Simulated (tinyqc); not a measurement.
Kronig-Penney superlattice by transfer matrices, step by step. Values are carried at full precision from step to step, so a last printed digit may differ when a step is redone from the rounded ones.

Wells (width a, potential 0, mass mw) alternate with barriers (width b, height V0, mass mb); period d = a + b; c = hbar^2/2m0. The vector (psi, psi'/m) is continuous, and a layer of thickness t carries it by M = [[cos kt, (m/k) sin kt], [-(k/m) sin kt, cos kt]] with k = sqrt(m (E - V)/c); for E < V, k = i kappa gives [[cosh, (m/kappa) sinh], [(kappa/m) sinh, cosh]] of kappa t. A Bloch state obeys cos(q d) = tr(Mb Mw)/2.

Constants: hbar^2/2m0 = 3.80998211 eV angstrom^2; hbar = 6.58211957e-16 eV s.

Inputs chosen for the exercise (near those of a GaAs superlattice with barriers of AlGaAs; shifted at random, so the results belong to these values and not to a real crystal):
- a = 50 angstrom (well width)
- b = 31 angstrom (barrier width)
- V0 = 0.275 eV (barrier height)
- mw = 0.0657 m0 (mass in the wells)
- mb = 0.0952 m0 (mass in the barriers)
- E = 0.2864 eV (trial energy)
- F = 20 kV/cm (field along the axis)

## Layer matrices at one energy

Form the matrix of the well and of the barrier at E.

k in the well = 0.07028 1/angstrom
k in the barrier = 0.01688 1/angstrom

Mw (angstrom units):
```
          1         2
1  -0.93152  -0.34000
2   0.38901  -0.93152
```

Mb (angstrom units):
```
           1        2
1    0.86622   2.8184
2  -0.088582  0.86622
```

## The matrix of one period

Multiply M = Mb Mw and take half the trace. If its size is at most 1, E lies in a miniband and q d = arccos(tr M/2); otherwise the state decays by exp(-arccosh|tr M/2|) a period.

M:
```
         1         2
1  0.28947   -2.9199
2  0.41948  -0.77679
```

tr M/2 = -0.2437
q d in a band, or the decay exponent in a gap = 1.817

E lies in a miniband; det M = 1.0000, as for any such product.

## Miniband edges

The edges are the energies where tr M/2 = +1 (q = 0) or -1 (q = pi/d); the first three minibands.

Minibands:

| band | bottom (eV) | top (eV) | width (meV) |
|---|---|---|---|
| 1 | 0.0686 | 0.0905 | 21.9 |
| 2 | 0.2536 | 0.3687 | 115.0 |
| 3 | 0.4859 | 0.7777 | 291.8 |

1 miniband of these lies wholly below V0. The first gap is 163.2 meV wide; the single well of width a has E1 = 0.0786 eV, inside the first miniband.

## Dispersion along the axis

Solve tr M/2 = cos(q d) inside each miniband at q d/pi = 0, 1/6, ..., 1. The cosine form is E_bottom + (W/2)(1 - cos q d) with the true width W.

Energies (eV):

| q d/pi | band 1 | cosine form | band 2 |
|---|---|---|---|
| 0.000 | 0.0686 | 0.0686 | 0.3687 |
| 0.167 | 0.0698 | 0.0700 | 0.3545 |
| 0.333 | 0.0732 | 0.0740 | 0.3265 |
| 0.500 | 0.0782 | 0.0795 | 0.2982 |
| 0.667 | 0.0839 | 0.0850 | 0.2748 |
| 0.833 | 0.0886 | 0.0890 | 0.2592 |
| 1.000 | 0.0905 | 0.0905 | 0.2536 |

The cosine form, which holds for hopping between neighbouring wells alone, misses band 1 by at most 1.3 meV, 6 % of its width.

## Mass along the axis

With f(E) = tr M/2, 1 - (q d)^2/2 = 1 + f'(E_bottom)(E - E_bottom) gives m_z = -2 c f'/d^2 (f' by a central difference of 1e-6 eV at the bottom of band 1). The cosine form gives 4 c/(W d^2), W the width of band 1 between tr M/2 = +1 and -1.

f' = -114.0 1/eV
m_z = 0.1324 m0
m_z of the cosine form = 0.1060 m0
W = 21.92 meV

The mass along the axis is 2.01 times mw.

## In a field along the axis

One-band picture: ladder spacing e F d, Bloch frequency e F d/(2 pi hbar), and extent W/(e F) of a Stark state, with W the width of band 1; 1 kV/cm = 1e-5 V/angstrom.

e F d = 16.200 meV
Bloch frequency = 3.917 THz
W/(e F d) = 1.35 periods

The state spreads over about 1 period.

## Checks

- Bottom of band 1 from 121 plane waves (the mass step taken by inverting the matrix of m) against the transfer matrix, eV: both 0.0686.

tinyqc: `OMP_NUM_THREADS=1 python tinyqc.py 1280755 1280756 out.jsonl`; about 0.07 s, one thread, shared Intel(R) Xeon(R) Processor @ 2.30GHz.
